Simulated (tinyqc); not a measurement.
# Bandgap voltage reference from two bipolar transistors: output against temperature

Two transistors of area 1 and N carry the same current I. Is(T) = Is (T/T0)^eta exp[(Vg0 q/kB)(1/T0 - 1/T)], VBE1 = Vt ln(I/Is(T)) + I rb, VBE2 = Vt ln(I/(N Is(T))) + I rb/N. The amplifier forces I R1(T) = VBE1 - VBE2 + Vos, with R(T) = R (1 + tc (T - T0)) for both resistors, and the output is Vref = VBE1 + I R2(T). Base currents and the Early effect are neglected.

Vt = kB T/q; I = (Vt ln N + Vos)/(R1(T) - rb (1 - 1/N)).

Parameters, values chosen for the exercise; values of the order met in silicon bipolar transistors:
- T0 = 298 K (reference temperature)
- Vg0 = 1.166 V (band-gap voltage extrapolated to 0 K)
- eta = 3.2 (temperature exponent of the saturation current)
- Is = 7.4e-16 A (saturation current of the unit transistor at T0)
- N = 10 (area ratio of the second transistor)
- R1 = 5.1 kohm (resistor across which the difference of VBE falls, at T0)
- tc = 0 ppm/K (temperature coefficient of both resistors)
- Vos = 0 mV (offset of the amplifier)
- rb = 0 ohm (series resistance of the unit transistor)
- R2 = 55.05 kohm (output resistor at T0)

Constants: q = 1.602176634e-19 C, kB = 1.380649e-23 J/K. Results are converted to the units shown.

Output against temperature:

| T (K) | I (uA) | VBE1 (V) | I R2 (V) | Vref (V) | Vref - Vref(T0) (mV) | dVref/dT (uV/K) |
|---|---|---|---|---|---|---|
| 218 | 8.482 | 0.7669 | 0.4669 | 1.234 | -7.236 | 121.6 |
| 233 | 9.065 | 0.7365 | 0.4990 | 1.236 | -5.507 | 109.0 |
| 253 | 9.843 | 0.6957 | 0.5419 | 1.238 | -3.485 | 93.39 |
| 273 | 10.62 | 0.6546 | 0.5847 | 1.239 | -1.764 | 78.97 |
| 298 | 11.59 | 0.6028 | 0.6383 | 1.241 | 0 | 62.36 |
| 323 | 12.57 | 0.5506 | 0.6918 | 1.242 | 1.365 | 47.09 |
| 348 | 13.54 | 0.4981 | 0.7453 | 1.243 | 2.364 | 32.95 |
| 373 | 14.51 | 0.4452 | 0.7989 | 1.244 | 3.021 | 19.80 |
| 398 | 15.48 | 0.3920 | 0.8524 | 1.244 | 3.361 | 7.501 |
| 423 | 16.46 | 0.3385 | 0.9060 | 1.244 | 3.403 | -4.048 |

VBE1 falls by 2.09 mV/K on average and I R2 rises by 2.14 mV/K. The slope of Vref vanishes at T = 414 K. Between 233 and 398 K Vref spans 8.87 mV, or 43.3 ppm/K by the box method (span over the average over T, over 165 K).

Program tinyqc, `OMP_NUM_THREADS=1 python tinyqc.py 2062181 2062182 out.jsonl`; Intel Xeon 2.30GHz, shared host, one thread, about 0.03 s.
